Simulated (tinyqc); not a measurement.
Inter-valley coupling by envelope functions against a chain of atomic planes: sweeps and comparisons. A value that a table varies takes the place of the one given here.

Chain: E(phi) = e0 + 2 v cos(phi) + 2 u cos(2 phi), cos(phi0) = -v/(4u), e0 = 2u + v^2/(4u); plane j = 0, 1, ... has the potential V_j = dE x_j + F (j - 30) a/4 (1 MV/m = 1e-4 V/angstrom). There are 30 barrier planes a side; with y = j - 29.5, x_j = xb (f(y) + f(Nw - y)), f(y) = 1/(1 + exp(y/L)), plus any Ge added in the well. The valley splitting is the spacing of the two lowest levels. Envelope theory: F_j solves a one-valley chain with hopping -b and diagonal 2b + V_j, b = 4u sin^2(phi0), sum F_j^2 = 1; the valleys couple by Dv = sum_j F_j^2 V_j exp(-2 i phi0 j) and split by 2|Dv|.

Inputs chosen for the exercise (near those of the Delta valleys of silicon in a SiGe well; the results hold for these values, not for the real material):
- a = 5.431 angstrom (lattice constant; planes lie a/4 apart)
- u = 0.615 eV (second-neighbour hopping)
- v = 0.588 eV (nearest hopping)
- Nw = 55 (planes in the well)
- L = 1.25 planes (interface width)
- xb = 0.34 (Ge fraction of the barriers)
- dE = 0.62 eV (offset per unit Ge fraction)
- F = 5 MV/m (field)
- xs = 0.19 (Ge fraction added on that plane)
- xw = 0.015 (mean Ge fraction of the wiggle)
- x0 = 5614 (start of the number sequence)
- na = 8000 (atoms a plane under the dot)
- js = 41 (plane j of a Ge spike (the well starts at j = 30))

## Position of the spike

The spike is moved through the well; position counted from the first well plane, j - 30.

Against position:
```
j - 30  F_j^2, smooth  mean of the doublet (meV)  splitting, chain (micro-eV)  envelope  first order
3             0.00936                      22.96                         1493      1426         2205
7             0.02181                      23.83                         3235      3060         5139
11            0.03314                      24.74                         5071      4854         7808
16            0.03980                      25.63                         6833      6696         9376
22            0.03577                      25.42                         6419      6311         8428
28            0.02475                      24.20                         3973      3851         5831
36            0.01079                      22.99                         1553      1468         2541
44            0.00308                      22.43                          451       427          725
52            0.00034                      22.24                           59        57           80
```

The splitting is largest at plane 16 among these rows (6833 micro-eV), and the smooth envelope peaks at plane 17, counting all planes; without a spike it is 0.37. Where the splitting exceeds 20 micro-eV the envelope theory lies within 5.5 % of the chain and first order within 64 %.

## A periodic Ge profile (wiggle well)

periods (planes): pi/phi0 1.73362, pi/(pi - phi0) 2.36310

Added fraction xw (1 - cos(2 pi (j - 30)/p)) on the well planes; p = f times the resonant period pi/(pi - phi0). At resonance the estimate is dE xw.

Against period:
```
f     p (planes)  mean of the doublet (meV)  splitting, chain (micro-eV)  envelope
0.90      2.1268                      31.31                          366       390
0.95      2.2449                      30.97                         3488      3653
0.98      2.3158                      31.20                         7824      8018
0.99      2.3395                      31.36                         8834      8888
1.00      2.3631                      31.44                         9230      9180
1.01      2.3867                      31.38                         8917      8873
1.02      2.4104                      31.23                         8038      8059
1.05      2.4813                      30.95                         4290      4276
1.10      2.5994                      31.22                          878       823
1.50      3.5447                      31.43                           18        17
3.00      7.0893                      31.44                            4         4
```

The splitting peaks at f = 1 with 9.23 meV, against the estimate dE xw = 9.30 meV, and is 0.85 and 0.87 of the value at f = 1 two per cent off to either side: the width of the resonance is set by the number of periods under the envelope. At f = 3 it is 4 micro-eV. The chain has one orbital a plane and knows only this resonance; longer periods that work through other bands are outside it.

## Random alloy fluctuations

A uniform fraction x is added on all planes. Each plane j then fluctuates by q sqrt(x_j (1 - x_j)/na) in Ge fraction, q = sqrt12 (z/2147483647 - 1/2) with z(new) = 16807 z mod 2147483647 from x0, restarted for each row; 24 samples. Theory: Dv is a complex Gaussian with sigma^2 = dE^2 sum F_j^4 x_j (1 - x_j)/na, and the mean splitting is sqrt(pi) sigma if the smooth part is negligible.

Splitting (micro-eV):
```
x     sigma  sqrt(pi) sigma  mean of 24  least  largest
0.00   23.0            40.7        39.0    7.1     79.6
0.01  119.2           211.3       206.1   61.7    422.4
0.02  166.2           294.6       289.0   91.4    581.2
0.05  257.3           456.1       449.8  150.2    894.2
0.10  353.5           626.6       619.9  212.6   1230.5
```

Without added Ge the disorder sits in the barriers, where the state is small: mean 39.0 micro-eV, against 0.37 for the smooth well. With 5 % Ge in the well the mean is 450, theory 456, with a statistical error of about 11 % for 24 samples; the miss is -1 %, and since every row reuses one sequence the rows with added Ge miss alike. The spread grows with the mean: at 5 % the samples run from 150 to 894, so small splittings remain possible. sigma falls as 1/sqrt(na) for larger dots. A chain with one orbital a plane has no Bloch-function factor, which scales all these couplings down in fuller models.

## What each parameter does

Chain with the spike on plane js. Each row changes one parameter from the base and keeps the others.

Results:
```
case             level (meV)  splitting (micro-eV)
base                  24.744                5070.7
Nw = 61               24.497                4845.9
L = 1.75 planes       25.278                4770.4
xb = 0.39             24.922                4968.2
dE = 0.682 eV         25.013                5288.0
F = 7 MV/m            30.484                6401.1
js = 44               25.343                6267.2
xs = 0.247            25.149                5879.3
```

The largest shifts from the base row, up to three for each result and ties (the steps differ in size, so this ranks the rows, not the parameters). level (meV): F +5.740, js +0.598, L +0.534. splitting (micro-eV): F +1330.4, js +1196.5, xs +808.6.

Program tinyqc; command `OMP_NUM_THREADS=1 python tinyqc.py 1480655 1480656 out.jsonl`; about 0.09 s on one thread of a shared Intel(R) Xeon(R) Processor @ 2.30GHz.
